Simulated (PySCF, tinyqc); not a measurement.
Inside a calculation. Method: FCI on RHF in the sto-3g basis, for H4, spin multiplicity 1. The lowest restricted solution is unstable here: a spin-polarised one lies 0.0083 hartree lower (PySCF). Computed by tinyqc, a small Python program that keeps every step (integrals from PySCF). Settings: charge = 0, multiplicity = 1, basis = sto-3g, method = RHF, energy threshold = 1e-10, iteration cap = 65, orthogonalisation = symmetric, start = core, DIIS depth = 6, ci = FCI, davidson = 1. Command: `OMP_NUM_THREADS=1 python tinyqc.py 22689 22690 out.jsonl` (the two numbers bound the seeds that draw the settings). One thread of a shared host (Intel(R) Xeon(R) Processor @ 2.60GHz), about 0.09 s of CPU time with the checks. The early iterations of the SCF are left out here.

## One-electron integrals

Geometry (angstrom):
```
atom,x,y,z
H,0.000000,0.000000,0.000000
H,0.000000,0.000000,1.137000
H,0.000000,0.000000,2.243000
H,0.000000,0.000000,3.380000
```

Basis sto-3g: exponents (1/bohr^2) and contraction coefficients of normalised primitives:
```
element,l (shell),exponent,coefficient
H,s (1),3.425251,0.154329
H,s (1),0.623914,0.535328
H,s (1),0.168855,0.444635
```

Overlap, kinetic and nuclear-attraction integrals over the contracted functions; the nuclear repulsion is the sum of Za Zb / Rab.

nuclear repulsion = 2.03770005 hartree

overlap S, lower triangle:
```
,1H 1s,2H 1s,3H 1s,4H 1s
1H 1s,1.000000
2H 1s,0.419616,1.000000
3H 1s,0.078937,0.436307,1.000000
4H 1s,0.007925,0.078937,0.419616,1.000000
```

kinetic energy T (hartree), lower triangle:
```
,1H 1s,2H 1s,3H 1s,4H 1s
1H 1s,0.760032
2H 1s,0.068056,0.760032
3H 1s,-0.011472,0.076570,0.760032
4H 1s,-0.003790,-0.011472,0.068056,0.760032
```

nuclear attraction V (hartree), lower triangle:
```
,1H 1s,2H 1s,3H 1s,4H 1s
1H 1s,-2.076156
2H 1s,-0.845331,-2.388368
3H 1s,-0.153278,-0.943051,-2.388368
4H 1s,-0.014678,-0.153278,-0.845331,-2.076156
```

core Hamiltonian H = T + V (hartree), lower triangle:
```
,1H 1s,2H 1s,3H 1s,4H 1s
1H 1s,-1.316124
2H 1s,-0.777274,-1.628336
3H 1s,-0.164750,-0.866481,-1.628336
4H 1s,-0.018468,-0.164750,-0.777274,-1.316124
```

## Two-electron integrals

Functions are numbered as in S; the eight-fold symmetry (ij|kl) = (ji|kl) = (kl|ij) leaves the list below.

Two-electron integrals (ij|kl) in chemists' order, unique and non-zero (hartree):
```
i,j,k,l,(ij|kl)
1,1,1,1,0.774606
2,1,1,1,0.250632
2,1,2,1,0.108948
2,2,1,1,0.435741
2,2,2,1,0.250632
2,2,2,2,0.774606
3,1,1,1,0.034715
3,1,2,1,0.016922
3,1,2,2,0.045433
3,1,3,1,0.003099
3,2,1,1,0.137089
3,2,2,1,0.079692
3,2,2,2,0.263094
3,2,3,1,0.017575
3,2,3,2,0.118705
3,3,1,1,0.235609
3,3,2,1,0.133093
3,3,2,2,0.444901
3,3,3,1,0.034715
3,3,3,2,0.263094
3,3,3,3,0.774606
4,1,1,1,0.002550
4,1,2,1,0.001359
4,1,2,2,0.004021
4,1,3,1,0.000282
4,1,3,2,0.001777
4,1,3,3,0.004021
4,1,4,1,0.000028
4,2,1,1,0.019185
4,2,2,1,0.010753
4,2,2,2,0.034715
4,2,3,1,0.002515
4,2,3,2,0.017575
4,2,3,3,0.045433
4,2,4,1,0.000282
4,2,4,2,0.003099
4,3,1,1,0.079602
4,3,2,1,0.042461
4,3,2,2,0.133093
4,3,3,1,0.010753
4,3,3,2,0.079692
4,3,3,3,0.250632
4,3,4,1,0.001359
4,3,4,2,0.016922
4,3,4,3,0.108948
4,4,1,1,0.156560
4,4,2,1,0.079602
4,4,2,2,0.235609
4,4,3,1,0.019185
4,4,3,2,0.137089
4,4,3,3,0.435741
4,4,4,1,0.002550
4,4,4,2,0.034715
4,4,4,3,0.250632
4,4,4,4,0.774606
```

## Orthogonalisation

S = U s U^T; symmetric (Loewdin) form X = U s^(-1/2) U^T, so that X^T S X = 1.

eigenvalues of S: 0.375466  0.679498  1.180302  1.764733

X, lower triangle:
```
,1H 1s,2H 1s,3H 1s,4H 1s
1H 1s,1.080333
2H 1s,-0.256334,1.178831
3H 1s,0.044846,-0.286745,1.178831
4H 1s,-0.006527,0.044846,-0.256334,1.080333
```

## Iteration 9 (converged): orbitals

converged F (hartree), lower triangle:
```
,1H 1s,2H 1s,3H 1s,4H 1s
1H 1s,-0.206121
2H 1s,-0.419601,-0.291894
3H 1s,-0.111987,-0.353361,-0.291894
4H 1s,0.011443,-0.111987,-0.419601,-0.206121
```

Diagonalise F' = X^T F X, C = X C', fill 2 alpha and 2 beta electrons from the bottom; D = 2 C_occ C_occ^T. Each column has its largest component positive (the first on a tie).

F' = X^T F X (hartree), lower triangle:
```
,1,2,3,4
1,-0.030964
2,-0.420430,0.031112
3,0.053379,-0.352741,0.031112
4,0.019071,0.053379,-0.420430,-0.030964
```

orbital energies (hartree): MO1 -0.565145, MO2 -0.354205, MO3 0.231624, MO4 0.688023

coefficients C:
```
,MO1,MO2,MO3,MO4
1H 1s,0.295155,0.531679,0.715386,-0.594394
2H 1s,0.442964,0.380632,-0.473344,0.987132
3H 1s,0.442964,-0.380632,-0.473344,-0.987132
4H 1s,0.295155,-0.531679,0.715386,0.594394
```

D after iteration 9, lower triangle:
```
,1H 1s,2H 1s,3H 1s,4H 1s
1H 1s,0.739598
2H 1s,0.666234,0.682197
3H 1s,-0.143262,0.102674,0.682197
4H 1s,-0.391133,-0.143262,0.666234,0.739598
```

## Convergence

Stop when the energy changes by less than 1e-10 hartree and every element of the error matrix X^T (F D S - S D F) X is below 3e-06.

Course of the cycle:
```
iteration,E (hartree),change,largest element of the error matrix
1,-1.80341036,-,4.51e-01
2,-2.03363939,-2.30e-01,5.00e-02
3,-2.03612236,-2.48e-03,1.69e-03
4,-2.03612344,-1.08e-06,1.48e-03
5,-2.03612355,-1.13e-07,1.46e-03
6,-2.03612361,-5.46e-08,1.45e-03
7,-2.03612364,-3.39e-08,1.44e-03
8,-2.03612699,-3.34e-06,9.18e-08
9,-2.03612699,-1.51e-14,6.60e-11
```

PySCF RHF in the same basis = -2.03612699 hartree

Converged in 9 iterations.

## Integrals over molecular orbitals

(pq|rs) = sum C_ip C_jq C_kr C_ls (ij|kl), one index at a time.

one-electron integrals over orbitals h = C^T H C (hartree), lower triangle:
```
,1,2,3,4
1,-1.704235
2,0.000000,-1.450242
3,0.148785,0.000000,-1.208012
4,0.000000,-0.118111,0.000000,-0.964099
```

Two-electron integrals over orbitals (pq|rs), unique and non-zero (hartree):
```
p,q,r,s,(pq|rs)
1,1,1,1,0.472423
2,1,2,1,0.154545
2,2,1,1,0.410606
2,2,2,2,0.429370
3,1,1,1,-0.079493
3,1,2,2,0.013227
3,1,3,1,0.108551
3,2,2,1,0.095745
3,2,3,2,0.140772
3,3,1,1,0.419088
3,3,2,2,0.425391
3,3,3,1,0.000602
3,3,3,3,0.442160
4,1,2,1,0.042367
4,1,3,2,-0.058238
4,1,4,1,0.100841
4,2,1,1,0.081376
4,2,2,2,-0.002274
4,2,3,1,-0.101319
4,2,3,3,-0.004275
4,2,4,2,0.106804
4,3,2,1,-0.150305
4,3,3,2,-0.098221
4,3,4,1,-0.040772
4,3,4,3,0.161574
4,4,1,1,0.494747
4,4,2,2,0.435137
4,4,3,1,-0.082898
4,4,3,3,0.448541
4,4,4,2,0.089129
4,4,4,4,0.543936
```

## FCI: determinants and Hamiltonian

Hartree-Fock energy = -2.03612699 hartree

Slater-Condon rules over spin orbitals, with the nuclear repulsion added and E(HF) subtracted on the diagonal. Only determinants linked to the reference directly or through others are kept (one block of an abelian symmetry group), so some states are absent.

Occupation strings over the orbitals (2 doubly, a alpha, b beta, 0 empty; spin orbitals ordered 1a 1b 2a 2b ...): 2200 2a0b a2b0 2b0a b2a0 aabb 2020 abab 2002 abba baab 0220 baba 0202 bbaa a0b2 0a2b b0a2 0b2a 0022

H - E(HF) between determinants (hartree), lower triangle:
```
,2200,2a0b,a2b0,2b0a,b2a0,aabb,2020,abab,2002,abba,baab,0220,baba,0202,bbaa,a0b2,0a2b,b0a2,0b2a,0022
2200,0.000000
2a0b,0.000000,0.713895
a2b0,0.000000,0.048985,0.486232
2b0a,0.000000,-0.106804,0.101319,0.713895
b2a0,0.000000,0.101319,-0.108551,0.048985,0.486232
aabb,0.043082,-0.040392,-0.054937,0.000000,0.000000,1.064631
2020,0.140772,-0.098221,-0.095745,0.098221,0.095745,-0.058238,0.623167
abab,0.058238,0.095745,0.098221,-0.040772,-0.042367,-0.140772,-0.092067,1.165394
2002,0.106804,0.091404,0.000000,-0.091404,0.000000,0.101319,0.161574,-0.150305,1.530824
abba,-0.101319,0.000000,-0.085651,0.096125,0.000000,-0.106804,0.150305,-0.161574,0.048985,1.139136
baab,-0.101319,-0.096125,0.000000,0.000000,0.085651,-0.108551,0.150305,-0.154545,0.048985,0.000000,1.139136
0220,0.108551,0.000000,0.080095,0.000000,-0.080095,0.101319,0.154545,-0.150305,0.000000,0.048985,0.048985,1.048872
baba,0.058238,0.040772,0.042367,-0.095745,-0.098221,-0.100841,-0.092067,0.000000,-0.150305,-0.154545,-0.161574,-0.150305,1.165394
0202,0.100841,-0.042367,-0.040772,0.042367,0.040772,-0.058238,0.000000,-0.092067,0.154545,0.150305,0.150305,0.161574,-0.092067,1.745390
bbaa,0.043082,0.000000,0.000000,0.040392,0.054937,0.000000,-0.058238,-0.100841,0.101319,-0.108551,-0.106804,0.101319,-0.140772,-0.058238,1.064631
a0b2,0.000000,-0.101319,0.106804,0.043082,0.000000,-0.005753,0.040772,-0.098221,-0.055733,0.146341,0.000000,0.000000,-0.042367,0.095745,0.000000,1.820568
0a2b,0.000000,0.108551,-0.101319,0.000000,0.043082,0.016030,0.042367,-0.095745,0.000000,0.000000,0.120486,-0.030714,-0.040772,0.098221,0.000000,0.048985,1.566279
b0a2,0.000000,0.043082,0.000000,-0.101319,0.106804,0.000000,-0.040772,0.042367,0.055733,0.000000,-0.146341,0.000000,0.098221,-0.095745,0.005753,-0.108551,0.101319,1.820568
0b2a,0.000000,0.000000,0.043082,0.108551,-0.101319,0.000000,-0.042367,0.040772,0.000000,-0.120486,0.000000,0.030714,0.095745,-0.098221,-0.016030,0.101319,-0.106804,0.048985,1.566279
0022,0.000000,0.000000,0.000000,0.000000,0.000000,0.043082,0.100841,0.058238,0.108551,-0.101319,-0.101319,0.106804,0.058238,0.140772,0.043082,0.024362,0.060690,-0.024362,-0.060690,2.186719
```

## FCI: roots

Diagonalise (each vector has its largest component positive (the first on a tie)); all determinants have Ms = 0, so triplets appear too. The lowest singlet root is the correlation energy.

lowest roots of this matrix, relative to E(HF) (hartree): -0.088046  0.255960  0.304945  0.607662  0.637180  0.647829  0.769526  0.952413

lowest vectors:
```
,root 1,root 2,root 3,root 4
2200,0.949205,0.000000,0.123054,0.000000
2a0b,-0.005783,-0.324265,0.220756,0.000000
a2b0,-0.006375,0.606583,0.413279,0.000000
2b0a,0.005783,-0.324265,-0.220756,0.000000
b2a0,0.006375,0.606583,-0.413279,0.000000
aabb,-0.036686,0.021855,0.117319,0.408248
2020,-0.233502,0.000000,0.588389,0.000000
abab,-0.063722,-0.015792,-0.106481,0.408248
2002,-0.048068,0.000000,-0.180398,0.000000
abba,0.100407,0.117663,-0.010838,0.408248
baab,0.100407,-0.117663,-0.010838,0.408248
0220,-0.070589,0.000000,-0.322800,0.000000
baba,-0.063722,0.015792,-0.106481,0.408248
0202,-0.069195,0.000000,0.090254,0.000000
bbaa,-0.036686,-0.021855,0.117319,0.408248
a0b2,-0.005767,-0.077974,-0.042133,0.000000
0a2b,-0.004746,0.079105,-0.018178,0.000000
b0a2,0.005767,-0.077974,0.042133,0.000000
0b2a,0.004746,0.079105,0.018178,0.000000
0022,0.034215,0.000000,-0.007240,0.000000
```

<S^2> of these roots: 0.000000  2.000000  0.000000  6.000000  0.000000  2.000000  0.000000  0.000000

weight of the ground state by excitation level 0, 1, 2, ...: 0.900989  0.000148  0.097580  0.000112  0.001171

## The lowest root by the Davidson method

Start from the reference; add the residual divided by (theta - H_ii), orthogonalised, at each step.

Davidson iterations:
```
iteration,subspace,lowest Ritz value (hartree),residual norm
1,1,0,2.90e-01
2,2,-0.08213102,1.02e-01
3,3,-0.08754100,2.98e-02
4,4,-0.08799291,5.79e-03
5,5,-0.08803773,2.92e-03
6,6,-0.08804620,2.35e-04
7,7,-0.08804623,3.26e-05
8,8,-0.08804624,8.45e-06
9,9,-0.08804624,2.69e-06
10,10,-0.08804624,7.10e-08
```
